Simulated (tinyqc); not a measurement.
## Tunnel rates from the two plateau currents

Problem. With only the 0-1 transition of a spin-degenerate level in the bias window, I = 2 q G_in G_out/(2 G_in + G_out). Find GL and GR.

Constants: q = 1.602176634e-19 C. Results are converted to the units shown.

sizes of the plateau currents for electrons entering from the left and from the right (pA): [14.605653, 28.433690]

Answer. q/I(left) = 1/GR + 1/(2 GL) and q/I(right) = 1/GL + 1/(2 GR) are linear in 1/GL and 1/GR.

GL = 5.000 1/ns
GR = 0.09200 1/ns

Program tinyqc, `OMP_NUM_THREADS=1 python tinyqc.py 2780111 2780112 out.jsonl`; Intel Xeon 2.30GHz, shared host, one thread, about 0.01 s.
